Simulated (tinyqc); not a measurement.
Small-signal admittance of a forward-biased p+-n diode: admittance against frequency.

Holes injected into a neutral base of width wb with an ohmic contact at its end; low injection, p0 far above the equilibrium density. A small voltage v exp(i w t), w = 2 pi f, modulates the edge density by p0 v/Vt, and the small-signal density obeys Dp d2p/dx2 = (1/tau + i w) p.

L = sqrt(Dp tau); direct current J = (q Dp p0/L) coth(wb/L); k = sqrt(1 + i w tau)/L; diffusion admittance Y = (q Dp p0/Vt) k coth(k wb) = G + i w C_diff; junction capacitance C_j = sqrt(q eps0 eps_r Nd/(2 Vr)) in the depletion approximation, with the remaining barrier Vr = Vt ln(Na/p0), a rough value under forward bias; base-width modulation is left out. Measured admittance 1/[Rs + 1/(Y + i w C_j)].

Values chosen for this exercise; permittivity close to that of gallium arsenide:
- T = 350 K (temperature)
- eps_r = 12.9 (relative permittivity)
- Nd = 3.3e16 cm^-3 (donor density of the base)
- Dp = 8.7 cm^2/s (hole diffusion coefficient)
- tau = 3e-7 s (hole lifetime)
- wb = 21 um (width of the neutral base)
- p0 = 9.2e12 cm^-3 (excess hole density at the junction edge)
- Na = 5e19 cm^-3 (acceptor density of the p+ side)
- Rs = 0.006 ohm cm^2 (series resistance)

Constants: q = 1.602176634e-19 C, kB = 1.380649e-23 J/K, Vt = kB T/q, eps0 = 8.8541878128e-14 F/cm where lengths are in cm. Results are converted to the units shown.

The same in every row: C_j (uF/cm^2) = 0.080346.

Admittance against frequency:
```
f (Hz),w tau,G (S/cm^2),C_diff (uF/cm^2),measured G (S/cm^2),measured C (uF/cm^2),phase of the measured Y (degrees)
2000,0.0037699,0.30543,0.028018,0.30487,0.10797,0.25498
9000,0.016965,0.30543,0.028018,0.30487,0.10797,1.1473
40000,0.075398,0.30547,0.028017,0.30492,0.10797,5.0854
2e5,0.37699,0.30660,0.027971,0.30615,0.10792,23.892
6e5,1.1310,0.31575,0.027604,0.31614,0.10754,52.054
3e6,5.6549,0.47276,0.021589,0.49338,0.10135,75.518
1e7,18.850,0.83014,0.012516,1.0270,0.091832,79.907
5e7,94.248,1.8163,0.0057204,5.9362,0.082106,77.040
2e8,376.99,3.6181,0.0028716,48.214,0.057887,56.464
```

Read the table: what changes, and by how much?

G starts at J/Vt = 0.305 S/cm^2 and C_diff at (J tau/(2 Vt))(1 - 2 x/sinh 2x) = 0.0280 uF/cm^2, x = wb/L = 1.30. Between the last two rows G goes as f^(0.50) and C_diff as f^(-0.50); the limits are 1/2 and -1/2, reached when the signal penetrates only sqrt(Dp/w). The measured C is 0.37 % below C_diff + C_j in the first row and 30 % below it in the last, the difference being due to Rs.

Numbers from tinyqc (`OMP_NUM_THREADS=1 python tinyqc.py 2890183 2890184 out.jsonl`; about 0.01 s on one thread of a shared Intel Xeon 2.30GHz).
